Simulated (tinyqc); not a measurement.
# Free and trapped electrons in a MOS channel with a dense trap tail: what changes with what

p-type body, charge-sheet picture, full ionisation (an idealisation for deep acceptors), Boltzmann statistics for free electrons. e = Ec - EF at the surface. Acceptor-like traps of density D(E) = D0 + De exp(-E/Ew) at depth E below Ec, from 0 to Eu, hold n_t = integral of D(E)/(1 + exp((e - E)/Vt)). psi = Eg - Vt ln(Nv/Na) - e; N_dep = sqrt(2 eps0 eps_r Na (psi - Vt)/q); n_f = sqrt(N_dep^2 + 2 eps0 eps_r Vt Nc exp(-e/Vt)/q) - N_dep; Vg = Vfb + psi + q (N_dep + n_t + n_f)/Cox, Cox = eps0 eox/tox.

Inputs (values chosen for the exercise); band and dielectric values close to those of 4H silicon carbide:
- T = 475 K (temperature)
- Eg = 3.25 eV (band gap)
- eps_r = 9.89 (relative permittivity)
- Nc = 3.43e19 cm^-3 (conduction-band density of states at T)
- Nv = 5e19 cm^-3 (valence-band density of states at T)
- eox = 3.9 (relative permittivity of the insulator)
- tox = 27 nm (insulator thickness)
- Na = 1.1e17 cm^-3 (acceptor density)
- Vfb = -2.05 V (flat-band voltage without trapped charge)
- D0 = 1.8e11 cm^-2 eV^-1 (constant background density of acceptor-like traps)
- De = 3.2e13 cm^-2 eV^-1 (density of the tail at the conduction edge)
- Ew = 0.08 eV (decay energy of the tail)
- Eu = 0.66 eV (depth below Ec down to which the traps reach)
- mf = 68 cm^2/(V s) (mobility of free electrons)

Constants: q = 1.602176634e-19 C, kB = 1.380649e-23 J/K, Vt = kB T/q, eps0 = 8.8541878128e-14 F/cm where lengths are in cm. Results are converted to the units shown.

Each table varies one quantity; the others keep the values above.

## Free and trapped charge against gate voltage

Free share n_f/(n_f + n_t); swing ln 10 n_f/(dn_f/dVg); field-effect mobility mf q (dn_f/dVg)/Cox, for a constant mf; oxide field q (N_dep + n_t + n_f)/(eps0 eox).

Free and trapped charge against gate voltage:

| Vg (V) | e (eV) | n_f (cm^-2) | n_t (cm^-2) | free share (%) | swing (mV/decade) | field-effect mobility (cm^2/(V s)) | oxide field (MV/cm) |
|---|---|---|---|---|---|---|---|
| 2.4 | 0.6470 | 6.290e5 | 7.087e9 | 0.008875 | 152.1 | 8.111e-4 | 0.7768 |
| 3.1 | 0.2976 | 2.981e9 | 1.625e11 | 1.802 | 308.2 | 1.897 | 0.9067 |
| 3.7 | 0.1838 | 4.658e10 | 4.691e11 | 9.033 | 827.0 | 11.05 | 1.087 |
| 4.3 | 0.1322 | 1.581e11 | 7.784e11 | 16.88 | 1525 | 20.34 | 1.290 |
| 5 | 0.09587 | 3.622e11 | 1.092e12 | 24.90 | 2453 | 28.96 | 1.536 |
| 5.6 | 0.07373 | 5.875e11 | 1.321e12 | 30.78 | 3309 | 34.83 | 1.750 |
| 6.3 | 0.05343 | 8.975e11 | 1.547e12 | 36.71 | 4352 | 40.45 | 2.001 |
| 6.9 | 0.03900 | 1.197e12 | 1.710e12 | 41.17 | 5276 | 44.51 | 2.218 |
| 7.5 | 0.02646 | 1.523e12 | 1.849e12 | 45.17 | 6224 | 48.00 | 2.436 |

What does the comparison show?

n_f reaches 1e11 cm^-2 at Vg = 4.03 V, against 3.22 V without traps. The free share rises from 0.00888 to 45.2 % and the field-effect mobility rises from 8.11e-4 to 48.0 cm^2/(V s), although mf = 68 is constant: in the last row 70.6 % of Cox dVg goes into free electrons. The swing in the first row is 152 mV a decade (Vt ln 10 = 94.3). For Vg = 5.6, 6.3, 6.9, 7.5 EF lies less than 2 Vt below the band edge, or above it, where degeneracy and confinement, left out, matter.

## Effect of the density of the tail at the conduction edge

VT is the Vg for n_f = 1e11 cm^-2; swing ln 10 n_f/(dn_f/dVg) at n_f = 1e8 cm^-2; the last three columns are for Vg = VT + 2.2 V, with free share n_f/(n_f + n_t) and field-effect mobility mf q (dn_f/dVg)/Cox; there EF is near the band edge, where Boltzmann statistics are rough.

Result of one run:

| De (cm^-2 eV^-1) | e at VT (eV) | VT (V) | q n_t/Cox at VT (V) | swing (mV/decade) | n_f (cm^-2) | free share (%) | field-effect mobility (cm^2/(V s)) |
|---|---|---|---|---|---|---|---|
| 1e13 | 0.1517 | 3.555 | 0.3306 | 165.7 | 1.354e12 | 68.16 | 57.65 |

What becomes of these results when the density of the tail at the conduction edge De is changed from 1e13 to 2e13 cm^-2 eV^-1, all else the same?

Result of the changed run:

| De (cm^-2 eV^-1) | e at VT (eV) | VT (V) | q n_t/Cox at VT (V) | swing (mV/decade) | n_f (cm^-2) | free share (%) | field-effect mobility (cm^2/(V s)) |
|---|---|---|---|---|---|---|---|
| 2e13 | 0.1517 | 3.771 | 0.5469 | 173.7 | 1.094e12 | 50.38 | 49.27 |

The whole series:

| De (cm^-2 eV^-1) | e at VT (eV) | VT (V) | q n_t/Cox at VT (V) | swing (mV/decade) | n_f (cm^-2) | free share (%) | field-effect mobility (cm^2/(V s)) |
|---|---|---|---|---|---|---|---|
| 1e12 | 0.1517 | 3.361 | 0.1360 | 158.6 | 1.652e12 | 90.81 | 64.72 |
| 2e12 | 0.1517 | 3.382 | 0.1576 | 159.4 | 1.616e12 | 87.92 | 63.98 |
| 5e12 | 0.1517 | 3.447 | 0.2225 | 161.8 | 1.512e12 | 79.84 | 61.70 |
| 1e13 | 0.1517 | 3.555 | 0.3306 | 165.7 | 1.354e12 | 68.16 | 57.65 |
| 2e13 | 0.1517 | 3.771 | 0.5469 | 173.7 | 1.094e12 | 50.38 | 49.27 |
| 4e13 | 0.1517 | 4.204 | 0.9793 | 189.7 | 7.515e11 | 29.62 | 34.62 |
| 9e13 | 0.1517 | 5.285 | 2.061 | 229.7 | 4.049e11 | 11.80 | 16.01 |
| 2e14 | 0.1517 | 7.664 | 4.439 | 317.7 | 2.267e11 | 4.230 | 6.042 |

As De goes from 1e12 to 2e14, VT rises from 3.36 to 7.66 V, its part due to traps rises from 0.136 to 4.44 V, the swing rises from 159 to 318 mV/decade and the field-effect mobility falls from 64.7 to 6.04 cm^2/(V s).

tinyqc, about 0.04 s, one thread, Intel Xeon 2.30GHz (shared host): `OMP_NUM_THREADS=1 python tinyqc.py 2222096 2222097 out.jsonl`
